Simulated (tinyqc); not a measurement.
Order-disorder in a binary alloy on two sublattices: Bragg-Williams and pair (quasi-chemical) approximations: one step, computed by the program tinyqc.

All z = 6 neighbours of a site lie on the other sublattice. B fills the sublattices with x + eta/2 and x - eta/2; energies are per site, from the pure components: u = -z w y with y the probability of an A-B bond taken in one order.

Question. Energy, entropy and site fractions. a = x + eta/2, b = x - eta/2; u = -z w [x (1 - x) + eta^2/4]; s/k_B = [s2(a) + s2(b)]/2, s2(c) = -c ln c - (1 - c) ln(1 - c); gain on ordering = f(eta) - f(0), f = u - T s. Superlattice over fundamental intensity = [eta (f_B - f_A)/2]^2/[(1 - x) f_A + x f_B]^2.

Inputs (values chosen for the exercise, for a model alloy): ordering energy w = (e_AA + e_BB)/2 - e_AB = 32.8 meV; fraction x of B = 0.48; temperature T = 605 K.

Lattice: simple cubic (z = 6).

scattering factors f_A, f_B (electrons): [15, 48]

order parameter eta = 0.9297969

Constants: k_B = 8.617333262e-05 eV/K.

Give: B fraction on its own sublattice; B fraction on the A sublattice; energy u; entropy s; gain on ordering; intensity ratio.

Answer.

B fraction on its own sublattice = 0.94490

B fraction on the A sublattice = 0.015102

energy u = -91.656 meV/site

entropy s = 0.14579 k_B/site

gain on ordering = -14.040 meV/site

intensity ratio = 0.24747

A on the B sublattice: 0.0551, of which 0.0400 is forced by composition.
